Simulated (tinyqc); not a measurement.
# Two-diode model of a solar cell: effect of the series resistance

J is the current delivered and Vj = V + J Rs the junction voltage. J = X JL - J01 (exp(Vj/(n1 Vt)) - 1) - J02 (exp(Vj/(2 Vt)) - 1) - Vj/Rp. The photocurrent does not depend on voltage.

Jsc at V = 0, Voc at J = 0, the maximum power point where J (1 + 2 Rs G) = G Vj with G = -dJ/dVj; FF = Vmp Jmp/(Voc Jsc); efficiency Vmp Jmp/(X Pin). Empirical fill factor without parasitics FF0 = (v - ln(v + 0.72))/(v + 1), v = Voc/(n1 Vt).

Inputs (values chosen for the exercise); values of the order met in cells of gallium arsenide: temperature T = 323 K; photocurrent at one sun JL = 27.1 mA/cm^2; concentration X = 10 suns; saturation current of the first diode J01 = 1.6e-17 A/cm^2; ideality factor of the first diode n1 = 1; shunt resistance Rp = 100 ohm cm^2; incident power at one sun Pin = 100 mW/cm^2; saturation current of the second diode (ideality 2) J02 = 2.7e-10 A/cm^2.

Constants: q = 1.602176634e-19 C, kB = 1.380649e-23 J/K, Vt = kB T/q. Results are converted to the units shown.

The same in every row: Voc (V) = 1.0353; FF0 = 0.87865.

Effect of the series resistance:
```
Rs (ohm cm^2)	Jsc (mA/cm^2)	Vmp (V)	Jmp (mA/cm^2)	FF	efficiency (%)
0	271.00	0.92849	252.07	0.83415	23.404
0.005	270.99	0.92731	252.05	0.83306	23.373
0.011	270.97	0.92591	252.02	0.83175	23.335
0.025	270.93	0.92263	251.95	0.82870	23.246
0.055	270.85	0.91561	251.80	0.82216	23.055
0.12	270.68	0.90045	251.47	0.80801	22.644
0.27	270.27	0.86580	250.62	0.77543	21.698
0.6	269.38	0.79150	248.19	0.70434	19.644
```

As Rs goes from 0 to 0.6, Voc stays at 1.04 V, FF falls from 0.834 to 0.704 and the efficiency falls from 23.4 to 19.6 %. Voc does not depend on Rs, since no current flows through it at open circuit; between the first two rows FF drops by 0.999 times rs = Rs Jsc/Voc in relative terms.

Numbers from tinyqc (`OMP_NUM_THREADS=1 python tinyqc.py 2280023 2280024 out.jsonl`; about 0.01 s on one thread of a shared Intel Xeon 2.30GHz).
